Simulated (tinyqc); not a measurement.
Rigid-ion and shell models of the dielectric response of an ionic crystal. Changing the nearest-neighbour distance d. Computed by tinyqc, a small Python program. Command: `OMP_NUM_THREADS=1 python tinyqc.py 3012586 3012587 out.jsonl shell sweep`. One thread of a shared host (Intel(R) Xeon(R) Processor @ 2.30GHz), about 0.01 s of CPU time with the checks.

Charges +Z and -Z; 8 nearest neighbours, Madelung constant M = 1.762675, volume per ion pair Omega = 1.539601 d^3. Energy per pair U = -M Z^2 e2/d + 8 A exp(-d/rho), e2 = e^2/(4 pi eps_0). In the shell model the anion is a core of charge Y - Z and a massless shell of charge -Y, joined by the spring k; the repulsion acts on the shell. Each ion feels the Lorentz field E + (4 pi/3) P (Gaussian units).

Inputs (values chosen for the exercise, for a model crystal):
```
quantity                       value           unit
ionic charge Z                     2              e
hardness d/rho                   7.5              -
cation mass                      169              u
anion mass                     32.06              u
shell charge size Y              2.5              e
core-shell spring k             52.1  eV/angstrom^2
cation polarisability alpha_+   0.22     angstrom^3
```

Structure: caesium chloride.

Constants: e^2/(4 pi eps_0) = 14.39964548 eV angstrom; 1 eV/angstrom^3 = 160.2176634 GPa; nu for 1 eV/(angstrom^2 u) = 15.6333042 THz; 1 THz = 33.35640952 1/cm.

Method:
- Zero pressure fixes 8 A exp(-d/rho) = M Z^2 e2 rho/d^2. Then U = -(M Z^2 e2/d)(1 - rho/d), B = M Z^2 e2 (d/rho - 2)/(9 Omega d), and the spring of one sublattice against the other is R = (1/3) x (Laplacian of the repulsion summed over neighbours) = M Z^2 e2 (d/rho - 2)/(3 d^3), so R = 3 B Omega/d^2.
- Eliminating the shell gives the anion polarisability alpha_- = Y^2 e2/(k + R), the Szigeti charge Z_S = Z - Y R/(k + R) and the softened spring R' = k R/(k + R). With b = 4 pi (alpha_+ + alpha_-)/(3 Omega): eps_inf = (1 + 2b)/(1 - b) (Clausius-Mossotti); Born charge Z* = Z_S (eps_inf + 2)/3.
- mu lambda_TO = R' - (4 pi e2/(3 Omega)) Z_S^2/(1 - b); mu lambda_LO = mu lambda_TO + 4 pi e2 Z*^2/(eps_inf Omega); eps_s = eps_inf lambda_LO/lambda_TO.
- lambda in eV/(angstrom^2 u) gives the wavenumber 15.6333042 x 33.35640952 x sqrt(lambda); mu is the reduced mass.

One run for each value:
```
nearest-neighbour distance d (angstrom)  eps_s  eps_inf  omega_TO (1/cm)  bulk modulus B (GPa)
1.98                                     50.85    3.902            136.0                 420.1
2.10                                     39.01    3.271            137.2                 332.0
2.21                                     33.20    2.859            134.3                 270.7
2.33                                     29.28    2.525            129.4                 219.1
2.45                                     26.68    2.272            123.7                 179.2
2.56                                     24.98    2.091            118.3                 150.3
2.68                                     23.59    1.932            112.5                 125.2
2.80                                     22.54    1.804            106.8                 105.0
2.91                                     21.78    1.708            101.9                  90.0
```

Over the rows, eps_s falls from 50.9 to 21.8 (exponent d ln y / d ln x -4.5 between the first rows and -0.89 between the last); eps_inf falls from 3.90 to 1.71 (exponent d ln y / d ln x -3.0 between the first rows and -1.4 between the last); omega_TO (1/cm) goes from 136 through a maximum among these rows, 137 at 2.10, to 102. The exponent of bulk modulus B stays at -4: B is an energy ~ 1/d over a volume ~ d^3. d/rho, k and the cation polarisability are held fixed, so each row is a different crystal at zero pressure, not one crystal under strain.

Extremes, crossings and ranges named in words are read from the listed rows.
